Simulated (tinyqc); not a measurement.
Velocity against field: two-valley model of the transferred-electron effect. Computed by tinyqc, a small Python program. Command: `OMP_NUM_THREADS=1 python tinyqc.py 3003859 3003860 out.jsonl gunn walk`. One thread of a shared host (Intel(R) Xeon(R) Processor @ 2.30GHz), about 0.01 s of CPU time with the checks.

Both kinds of valley share one electron temperature T_e, and each has a constant mobility.

Inputs (values chosen for the exercise, modelled on GaAs): central-valley mass m1 = 0.067 m_0; satellite-valley mass m2 = 0.22 m_0; satellite valleys Z = 4; valley separation dE = 0.31 eV; central-valley mobility mu1 = 7300 cm^2/(V s); satellite-valley mobility mu2 = 190 cm^2/(V s); energy relaxation time tau_E = 1.1 ps; lattice temperature T = 400 K; electric field F = 2.4 kV/cm.

Solver: bisection.

Constants: k_B = 8.617333262e-05 eV/K.

Method. Density-of-states ratio R = Z (m2/m1)^(3/2); n2/n1 = R exp(-dE/(k_B T_e)); mean mobility mu = (mu1 + mu2 n2/n1)/(1 + n2/n1); energy balance e mu F^2 = (3/2) k_B (T_e - T)/tau_E; v = mu F.

low-field mobility = 7279.04 cm^2/(V s)

R = 23.8003

The curve:
```
F (kV/cm)  T_e (K)  share in the satellites (%)  v (1e7 cm/s)  low-field line (1e7 cm/s)
0.24         403.6                        0.319        0.1747                      0.175
0.60         422.3                        0.473        0.4360                      0.437
1.20         488.2                        1.478        0.8634                      0.873
1.70         572.1                        4.237        1.1898                      1.237
2.40         711.8                       13.194        1.5269                      1.747
3.40         903.2                       30.724        1.7393                      2.475
4.80        1134.6                       49.977        1.7984                      3.494
7.20        1488.3                       67.975        1.7762                      5.241
12.00       2188.7                       82.143        1.7516                      8.735
24.00       4373.6                       91.271        1.9455                     17.470
```

v falls between 4.8 and 12 kV/cm, while the share in the slow valleys goes from 50 to 82 %: transfer outruns the rise of the field. With constant mobilities n2/n1 tends to R and v ends on the line (mu1 + R mu2) F/(1 + R), a mobility of 477; real satellites saturate instead. Rows with T_e above 3000 K lie outside the range of a Maxwellian in parabolic valleys.

Extremes, crossings and ranges named in words are read from the listed rows.
